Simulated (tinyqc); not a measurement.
Adsorption as a lattice gas: isotherms with interactions, competition, desorption peaks and saturation dose. Changing the pressure p. Computed by tinyqc, a small Python program. Command: `OMP_NUM_THREADS=1 python tinyqc.py 3002003 3002004 out.jsonl adsorb sweep`. One thread of a shared host (Intel(R) Xeon(R) Processor @ 2.30GHz), about 0.01 s of CPU time with the checks.

One adsorbate per site; a molecule needs 1 empty site. Gas and surface have the same temperature.

Inputs (values chosen for the exercise, for a model surface): desorption energy E = 0.783 eV; prefactor nu = 7.3e+12 1/s; pair energy w (positive repels) = -0.031 eV; neighbours z = 3; site density N_s = 11 1/nm^2; molecular mass M = 176 u; sticking coefficient s0 = 0.0043; temperature T = 356 K; blocking by a second gas, K_B p_B = 13.

Adsorption: molecular (first order).

Constants: u = 1.6605390666e-27 kg; k_B = 1.380649e-23 J/K; k_B = 8.617333262e-05 eV/K.

Method. Flux F = p/sqrt(2 pi M k_B T); k_d = nu exp(-E/(k_B T)); s0 F (1 - theta) = N_s k_d theta, so y = s0 F/(N_s k_d), theta = y/(1 + y). With a second gas on the same sites theta = y/(1 + y + K_B p_B). With u = w/(k_B T). Mean field: theta/(1 - theta) = y exp(-z u theta). Quasi-chemical: theta/(1 - theta) = y [(r - 1 + 2 theta)(1 - theta)/((r + 1 - 2 theta) theta)]^(-z/2) exp(-z u/2), r = sqrt(1 - 4 theta (1 - theta)(1 - exp(-u))).

One run for each value:
```
pressure p (Pa)  Langmuir coverage  coverage, mean field  coverage, quasi-chemical  coverage with the second gas
0.014                   9.5809e-04            9.6089e-04                9.6292e-04                    6.8496e-05
0.065                   4.4328e-03            4.4933e-03                4.5378e-03                    3.1794e-04
0.3                     2.0136e-02            2.1461e-02                2.2456e-02                    1.4657e-03
1.4                     8.7509e-02            1.2185e-01                1.4751e-01                    6.8035e-03
6.5                     3.0808e-01            8.5667e-01                8.2379e-01                    3.0824e-02
30                      6.7267e-01            9.7533e-01                9.7402e-01                    1.2800e-01
140                     9.0557e-01            9.9492e-01                9.9486e-01                    4.0653e-01
650                     9.7803e-01            9.9891e-01                9.9891e-01                    7.6079e-01
3000                    9.9516e-01            9.9977e-01                9.9977e-01                    9.3622e-01
14000                   9.9896e-01            9.9995e-01                9.9995e-01                    9.8561e-01
```

Describe and explain the trends.

Over the rows, Langmuir coverage rises from 9.58e-4 to 0.999 (exponent d ln y / d ln x 1.00 between the first rows and 0.0025 between the last); coverage, mean field rises from 9.61e-4 to 1.000 (exponent d ln y / d ln x 1.0 between the first rows and 1.2e-4 between the last); coverage, quasi-chemical rises from 9.63e-4 to 1.000 (exponent d ln y / d ln x 1.0 between the first rows and 1.2e-4 between the last). At the low end the exponent of Langmuir coverage is 1.00, close to 1: Henry's law. At the high end the exponent of Langmuir coverage is 0.00, close to 0: saturation.
